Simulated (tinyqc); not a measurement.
## Space-charge-limited current with shallow traps: effect of the thickness

One carrier type, drift only, an injecting contact at x = 0 (zero field) and thickness L. The share th = y/(1 + y), y = (Nc/Nt) exp(-Et/kB T), of the injected charge is free: J = q mu n F, eps0 eps_r dF/dx = q (n - n0)/th.

Ohmic J = q n0 mu V/L; Mott-Gurney J = (9/8) th eps0 eps_r mu V^2/L^3; they cross at Vx = 8 q n0 L^2/(9 th eps0 eps_r); traps fill at V_TFL = q Nt L^2/(2 eps0 eps_r). Exact: with u = n0/n(L), w = -u - ln(1 - u) and v = -u - u^2/2 - ln(1 - u), V = (q n0 L^2/(th eps0 eps_r)) v/w^2 and J = q^2 n0^2 mu L/(th eps0 eps_r w).

Inputs (values chosen for the exercise): temperature T = 300 K; relative permittivity eps_r = 12.6; mobility mu = 0.31 cm^2/(V s); band density of states Nc = 8e20 cm^-3; trap density Nt = 4.5e16 cm^-3; trap depth Et = 0.52 eV; free carrier density in equilibrium n0 = 3.5e9 cm^-3; voltage V = 3.4 V.

Constants: q = 1.602176634e-19 C, kB = 1.380649e-23 J/K, Vt = kB T/q, eps0 = 8.8541878128e-14 F/cm where lengths are in cm. Results are converted to the units shown.

Effect of the thickness:

| L (nm) | J (A/cm^2) | ohmic (A/cm^2) | Mott-Gurney (A/cm^2) | d ln J/d ln V |
|---|---|---|---|---|
| 430 | 0.001859 | 1.375e-5 | 0.001849 | 1.994 |
| 620 | 6.238e-4 | 9.533e-6 | 6.167e-4 | 1.989 |
| 900 | 2.065e-4 | 6.567e-6 | 2.016e-4 | 1.976 |
| 1300 | 7.033e-5 | 4.546e-6 | 6.690e-5 | 1.951 |
| 1900 | 2.379e-5 | 3.111e-6 | 2.143e-5 | 1.900 |
| 2800 | 8.320e-6 | 2.111e-6 | 6.695e-6 | 1.800 |
| 4000 | 3.460e-6 | 1.478e-6 | 2.296e-6 | 1.649 |

What does the comparison show?

J falls from 0.00186 to 3.46e-6 A/cm^2, as L^(-2.98) between the first two rows and L^(-2.46) between the last two (space charge -3, ohmic -1). The thickness law marks a bulk-limited current; an electrode-limited one depends on V/L alone. For L = 430 V exceeds half of V_TFL, which goes as L^2, so trap filling, left out here, would raise the current.

Range of the model: Diffusion and a field-dependent mobility are left out. With injecting contacts the diffusion current, about 4 pi^2 Vt th eps0 eps_r mu V/L^3, equals the Mott-Gurney current at V = 35 kB T/q (0.9 V at 300 K), so the drift-only result needs V well above that.

Computed by the program tinyqc: `OMP_NUM_THREADS=1 python tinyqc.py 2370079 2370080 out.jsonl`, one thread of a shared Intel Xeon 2.30GHz, about 0.01 s for the whole run.
